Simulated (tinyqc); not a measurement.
Inside a calculation. Method: extended Hueckel theory, for H6. Computed by tinyqc, a small Python program that keeps every step (integrals from PySCF). Settings: charge = 0, K = 1.5, weighted = 1, multiplicity = 1. Command: `OMP_NUM_THREADS=1 python tinyqc.py 29758 29759 out.jsonl` (the two numbers bound the seeds that draw the settings). One thread of a shared host (Intel(R) Xeon(R) Processor @ 2.60GHz), about 0.01 s of CPU time with the checks.

## Overlaps

Geometry (angstrom):

| atom | x | y | z |
|---|---|---|---|
| H | 0.00000 | 0.00000 | 0.00000 |
| H | 0.00000 | 0.00000 | 0.72400 |
| H | 0.00000 | 0.00000 | 1.68900 |
| H | 0.00000 | 0.00000 | 2.41300 |
| H | 0.00000 | 0.00000 | 3.37800 |
| H | 0.00000 | 0.00000 | 4.10200 |

Parameters chosen for this run:

| element | shell | Slater exponent | H_ii (eV) |
|---|---|---|---|
| H | 1s | 1.30000 | -13.60000 |

Slater orbitals, each expanded in six Gaussians scaled to its exponent.

overlap S, lower triangle:
```
         1H 1s    2H 1s    3H 1s    4H 1s    5H 1s    6H 1s
1H 1s  1.00000
2H 1s  0.64730  1.00000
3H 1s  0.17177  0.48989  1.00000
4H 1s  0.04966  0.17177  0.64730  1.00000
5H 1s  0.00796  0.03198  0.17177  0.48989  1.00000
6H 1s  0.00176  0.00796  0.04966  0.17177  0.64730  1.00000
```

## Wolfsberg-Helmholz matrix

diagonal H_ii (eV): 1H 1s -13.60000, 2H 1s -13.60000, 3H 1s -13.60000, 4H 1s -13.60000, 5H 1s -13.60000, 6H 1s -13.60000

K = 1.50000

H_ij = K' S_ij (H_ii + H_jj)/2 for i != j (the diagonal keeps H_ii), with K' = K + D^2 + D^4 (1 - K), D = (H_ii - H_jj)/(H_ii + H_jj), K = 1.5.

H (eV), lower triangle:
```
           1H 1s      2H 1s      3H 1s      4H 1s      5H 1s      6H 1s
1H 1s  -13.60000
2H 1s  -13.20501  -13.60000
3H 1s   -3.50413   -9.99376  -13.60000
4H 1s   -1.01315   -3.50413  -13.20501  -13.60000
5H 1s   -0.16233   -0.65235   -3.50413   -9.99376  -13.60000
6H 1s   -0.03600   -0.16233   -1.01315   -3.50413  -13.20501  -13.60000
```

## Orbitals

valence electrons = 6

Solve H C = S C e through S^(-1/2); fill by pairs from the bottom, a degenerate level sharing its electrons equally; each orbital has its largest coefficient positive (the first on a tie).

orbital energies (eV): -17.45832  -16.38794  -14.17841  -5.42208  4.19509  19.58511

occupations: 2.00000  2.00000  2.00000  0.00000  0.00000  0.00000

coefficients:
```
           MO1       MO2       MO3       MO4       MO5       MO6
1H 1s  0.18962   0.36923   0.46565   0.69217  -0.80665   0.54992
2H 1s  0.26760   0.37876   0.21398  -0.46791   1.01426  -0.96221
3H 1s  0.32975   0.12336  -0.44142  -0.63504  -0.35925   1.30837
4H 1s  0.32975  -0.12336  -0.44142   0.63504  -0.35925  -1.30837
5H 1s  0.26760  -0.37876   0.21398   0.46791   1.01426   0.96221
6H 1s  0.18962  -0.36923   0.46565  -0.69217  -0.80665  -0.54992
```

sum of one-electron energies = -96.04932 eV

## Mulliken analysis

P = C n C^T; charge = valence electrons (H 1) minus the sum of (P S)_ii on the atom; overlap population = 2 sum P_ij S_ij between two atoms.

charges: 1H -0.10232, 2H 0.08254, 3H 0.01978, 4H 0.01978, 5H 0.08254, 6H -0.10232

Overlap populations:

| pair | value |
|---|---|
| 2-1 | 0.751472 |
| 3-1 | -0.066972 |
| 3-2 | 0.079381 |
| 4-1 | -0.037461 |
| 4-2 | -0.036374 |
| 4-3 | 0.746648 |
| 5-1 | 0.000335 |
| 5-2 | -0.003333 |
| 5-3 | -0.036374 |
| 5-4 | 0.079381 |
| 6-1 | 0.000822 |
| 6-2 | 0.000335 |
| 6-3 | -0.037461 |
| 6-4 | -0.066972 |
| 6-5 | 0.751472 |
